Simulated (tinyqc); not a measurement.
The basis set: RHF and MP2 along a ladder of basis sets, for H3+, spin multiplicity 1. Computed by the program tinyqc with PySCF. 

Geometry (angstrom):
```
atom       x       y        z
H     0.0000  0.0000   0.0000
H     0.0000  0.0000   0.7550
H     0.0000  0.6510  -0.3840
```

Same geometry throughout; the dipole is taken about the origin.

RHF and frozen-core MP2 in a ladder of bases:
```
basis        functions  E(RHF) (hartree)  E(MP2 corr) (hartree)  HOMO (eV)  LUMO (eV)  dipole (debye)
sto-3g               3         -1.202819              -0.016894   -32.3824    -7.1844          1.8377
3-21g                6         -1.225728              -0.023073   -32.0528    -8.2696          1.8301
6-31g                6         -1.230873              -0.023053   -32.0837    -8.3046          1.8111
6-31g**             15         -1.242860              -0.032358   -32.0727    -8.1845          1.6832
cc-pvdz             15         -1.241654              -0.030646   -32.0267    -8.1597          1.5772
aug-cc-pvdz         27         -1.241968              -0.031126   -32.0287    -8.1826          1.5529
cc-pvtz             42         -1.248871              -0.035991   -32.0784    -8.1728          1.5526
```

From cc-pVDZ to cc-pVTZ the RHF energy falls by 7.2 mhartree and the correlation energy by 5.3. If valence correlation converges as X^-3, (27 E(T) - 8 E(D))/19 gives -0.0382 hartree, a rough estimate from such small X that usually falls short; STO-3G holds about 44 % of it. Beyond STO-3G the LUMO moves by 0.1 eV and the HOMO by 0.1 eV.
